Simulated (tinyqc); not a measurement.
Shockley-Read-Hall recombination through one deep level: sweeps and comparisons. A value that a table varies takes the place of the one given here.

One level at Et with degeneracy 1: tn = 1/(sn vth Nt), tp = 1/(sp_ vth Nt), n1 = Nc exp((Et - Eg)/kT), p1 = Nv exp(-Et/kT), ni^2 = n1 p1. Equilibrium p0 = Nm, n0 = ni^2/Nm; n = n0 + dn, p = p0 + dn. U = (n p - ni^2)/(tp (n + n1) + tn (p + p1)), lifetime dn/U; emission rates en = sn vth n1, ep = sp_ vth p1.

Constants: kB = 8.617333262e-05 eV/K.

Values chosen for the exercise (gap and densities of states near those of InP at this temperature; shifted at random, so the results belong to these values and not to a real crystal):
- E1 = 1.088 eV (level (+1/0) above Ev)
- E2 = 0.86 eV (level (0/-1) above Ev)
- gm = 2 (degeneracy of the middle state, the others 1)
- T = 300 K
- Eg = 1.352 eV (gap)
- Nc = 5.54e+17 1/cm^3 (conduction-band density of states)
- Nv = 1.22e+19 1/cm^3 (valence-band density of states)
- Nd = -3.1e+16 1/cm^3 (ionised shallow donors minus acceptors)
- Et = 1.088 eV (recombination level above Ev)
- Nt = 1.3e+15 1/cm^3 (defects)
- sn = 2.2e-15 cm^2 (electron capture cross-section)
- sp_ = 3.8e-16 cm^2 (hole capture cross-section)
- vth = 18000000 cm/s (thermal velocity, both carriers)
- Nm = 1.3e+16 1/cm^3 (equilibrium holes for the lifetime steps)
- dn = 3e+13 1/cm^3 (excess pairs)

## Charge state against the Fermi level (deep level with several charge states)

Energies from Ev. The defect has charge states +1, 0, -1 with weights 1, gm exp((EF - E1)/kT), exp((2 EF - E1 - E2)/kT); the shares are the weights over their sum. Boltzmann carriers: n = Nc exp((EF - Eg)/kT), p = Nv exp(-EF/kT). Neutrality: p - n + Nd + Nt <q> = 0.

Shares:
```
EF (eV)     +1      0     -1     <q>
0.081    1.000  0.000  0.000   1.000
0.189    1.000  0.000  0.000   1.000
0.297    1.000  0.000  0.000   1.000
0.406    1.000  0.000  0.000   1.000
0.514    1.000  0.000  0.000   1.000
0.622    1.000  0.000  0.000   1.000
0.730    1.000  0.000  0.000   1.000
0.838    1.000  0.000  0.000   1.000
0.946    0.891  0.007  0.102   0.789
1.055    0.002  0.001  0.997  -0.995
1.163    0.000  0.000  1.000  -1.000
1.271    0.000  0.000  1.000  -1.000
```

E2 lies below E1 (negative U = -0.228 eV), so the charge goes from +1 to -1 near (E1 + E2)/2 = 0.974 eV, two electrons at once; the middle state never exceeds a share of 0.012.

## Defects against doping (deep level with several charge states)

Nt takes the listed multiples of |Nd|; the resistivity uses mobilities of 1000 (electrons) and 300 (holes) cm^2/(V s), chosen for the exercise, and e = 1.602176634e-19 C.

Neutral state:
```
Nt/|Nd|  EF (eV)  n (1/cm^3)  p (1/cm^3)  rho (ohm cm)
0.01      0.1547     0.00427    3.07e+16         0.678
0.10      0.1572     0.00470    2.79e+16         0.746
0.30      0.1637     0.00604    2.17e+16         0.959
0.60      0.1782      0.0106    1.24e+16          1.68
0.90      0.2140      0.0423    3.10e+15          6.71
1.10      0.9340    5.26e+10    2.49e+03      1.19e+05
1.50      0.9529    1.09e+11    1.20e+03      5.70e+04
3.00      0.9649    1.74e+11         752      3.58e+04
10.00     0.9714    2.24e+11         586      2.79e+04
```

EF goes from 0.155 to 0.971 eV and the resistivity from 0.678 to 2.79e+04 ohm cm, with a largest value of 1.19e+05. The largest move of EF, +0.720 eV, comes between Nt/|Nd| = 0.9 and 1.1; the levels lie at 1.088 and 0.86 eV. A defect can take up to one carrier of either sign, so the doping can be cancelled no earlier than Nt = |Nd|, there only if EF lies well beyond the level that takes the carriers and otherwise at larger Nt (mean charge +0.10 in the last row). The type changes along the table.

## Lifetime against injection

Recombination:
```
dn (1/cm^3)  lifetime (microsecond)  U (1/(cm^3 s))
1.0e+11                     0.01960        5.10e+18
1.0e+12                     0.01961        5.10e+19
1.0e+13                     0.01969        5.08e+20
1.0e+14                     0.02046        4.89e+21
1.0e+15                     0.02762        3.62e+22
1.0e+16                     0.06842        1.46e+23
1.0e+17                      0.1190        8.41e+23
1.0e+18                      0.1304        7.67e+24
```

The lifetime rises from 0.0196 to 0.1304 microsecond; tn + tp = 0.1319. At low injection it is tn (1 + p1/p0) + tp n1/p0 with n1/Nm = 0.0016 and p1/Nm = 5e-16: re-emission is negligible, so minority capture alone counts. Auger and radiative paths are left out; they cut in at the highest injections, and in a doped direct-gap crystal the radiative one counts at all injections. dn = dp neglects trapped charge, which matters where the traps hold a charge comparable with dn, at low injection and with very unequal cross sections.

## Where a level does most harm

Et takes the values listed; G = Nt en ep/(en + ep) in a depleted region; the lifetime is for dn = 1e11 1/cm^3.

Results:
```
Et (eV)  lifetime (microsecond)  G (1/(cm^3 s))
0.081                     0.814        1.27e+04
0.189                    0.0316        8.27e+05
0.297                    0.0196        5.39e+07
0.406                    0.0194        3.66e+09
0.514                    0.0194        2.38e+11
0.622                    0.0194        1.55e+13
0.730                    0.0194        5.59e+13
0.838                    0.0194        9.07e+11
0.946                    0.0194        1.39e+10
1.055                    0.0195        2.05e+08
1.163                    0.0226        3.15e+06
1.271                     0.228        4.83e+04
```

Generation peaks where en = ep, at Eg/2 + (kT/2) ln(sp_ Nv/(sn Nc)) = 0.693 eV; the largest value listed is at 0.730 eV, and G falls by a decade for each 0.060 eV away from the peak. The lifetime is within a factor 2 of its minimum, 0.0194 microsecond, from 0.189 to 1.163 eV: recombination tolerates a wide range of Et, generation a narrow one.

## What moves lifetime and leakage

G = Nt en ep/(en + ep). Each row changes one parameter from the base and keeps the others.

Results:
```
case                 lifetime (microsecond)  G (1/(cm^3 s))
base                                0.01986        5.72e+07
Et = 1.128 eV                       0.02051        1.22e+07
sn = 4.4e-15 cm^2                   0.01015        5.72e+07
sp_ = 7.6e-16 cm^2                  0.01964        1.14e+08
Nt = 6.5e+14 1/cm^3                 0.03972        2.86e+07
Nm = 3.9e+16 1/cm^3                 0.01957        5.72e+07
dn = 9e+13 1/cm^3                   0.02037        5.72e+07
```

The largest shifts from the base row, up to three for each result and ties (the steps differ in size, so this ranks the rows, not the parameters). lifetime (microsecond): Nt +0.0199, sn -0.00971, Et +0.000650. G (1/(cm^3 s)): sp_ +5.72e+07, Et -4.51e+07, Nt -2.86e+07; unchanged at the printed digits by sn, Nm and dn.

tinyqc: `OMP_NUM_THREADS=1 python tinyqc.py 1681340 1681341 out.jsonl`; about 0.01 s, one thread, shared Intel(R) Xeon(R) Processor @ 2.30GHz.
